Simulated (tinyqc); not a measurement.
Precursor delivery and alloy composition in metal-organic vapour-phase epitaxy: one step, computed by the program tinyqc. Command: `OMP_NUM_THREADS=1 python tinyqc.py 3017552 3017553 out.jsonl movpe walk`. One thread of a shared host (Intel(R) Xeon(R) Processor @ 2.30GHz), about 0.01 s of CPU time with the checks.

Carrier gas leaves each bubbler saturated. Group-III species cross a boundary layer and react at the surface; element 2 can also desorb. The film is (1)_(1-x) (2)_x V with a zinc-blende cell.

Question. Molar flows. Temperatures in kelvin are T(C) + 273.15. Vapour pressure p_v = 10^(a - b/T); precursor flow = carrier flow x p_v/(p_b - p_v); 1 sccm = 44.615 micromol/min; V/III = hydride flow over the sum of both; gas share x_g = F2/(F1 + F2).

Inputs (values chosen for the exercise, close to those used for InGaP from TEGa and TMIn):
```
quantity                                value  unit
source 1: a in log10(p/torr) = a - b/T   8.08     -
source 1: b                              2162     K
source 1: bath temperature                 21     C
source 1: carrier flow                     21  sccm
source 2: a                             10.52     -
source 2: b                              3014     K
source 2: bath temperature                 25     C
source 2: carrier flow                    250  sccm
bubbler pressure p_b                      600  torr
group-V hydride flow                      180  sccm
```

Give: vapour pressures; molar flows; V/III ratio; gas share x_g.

Answer.

vapour pressures (torr): source 1 5.370, source 2 2.576

molar flows (micromol/min): F1 8.462, F2 48.10

V/III ratio = 142.0

gas share x_g = 0.8504

The slope of F2 with the temperature of bath 2 is b ln(10)/T^2 x p_b/(p_b - p_v) = 7.8 % per kelvin.
